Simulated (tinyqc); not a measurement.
Penn model of the dielectric constant and Phillips ionicity: one step. Homopolar and ionic parts. Two cases, with inputs chosen for the exercise.

Question. Split the gap; where Eg is below Eh or within 3 % of it, C is taken as zero.

Phillips: bond length d = sqrt(3) a/4; homopolar gap Eh = 39.74 d^(-2.48) eV (d in angstrom); Eg^2 = Eh^2 + C^2; ionicity fi = C^2/Eg^2.

Give: d; Eh; C; fi.

Case 1.

Values chosen (out of a larger set: near those of diamond; not measured data): a = 3.583 angstrom (cubic lattice constant, 32 valence electrons a cell).

Penn gap Eg = 13.64855 eV

Answer.

d = 1.5515 angstrom
Eh = 13.371 eV
C = 0.00 eV
fi = 0.000

Eg/Eh = 1.021: the bond is covalent within the accuracy of the rule.

Case 2.

Values chosen (out of a larger set: near those of Ge; not measured data): a = 5.641 angstrom (cubic lattice constant, 32 valence electrons a cell).

Penn gap Eg = 3.83076 eV

Answer.

d = 2.4426 angstrom
Eh = 4.339 eV
C = 0.00 eV
fi = 0.000

Eg/Eh = 0.883: the bond is covalent within the accuracy of the rule; for Ge the shortfall comes from the missing d-shell factor.

Computed by tinyqc, one run a case: `OMP_NUM_THREADS=1 python tinyqc.py N N+1 out.jsonl` with N = 1651863, 1652740; one thread of a shared Intel(R) Xeon(R) Processor @ 2.30GHz, about 0.01 s a run at most.
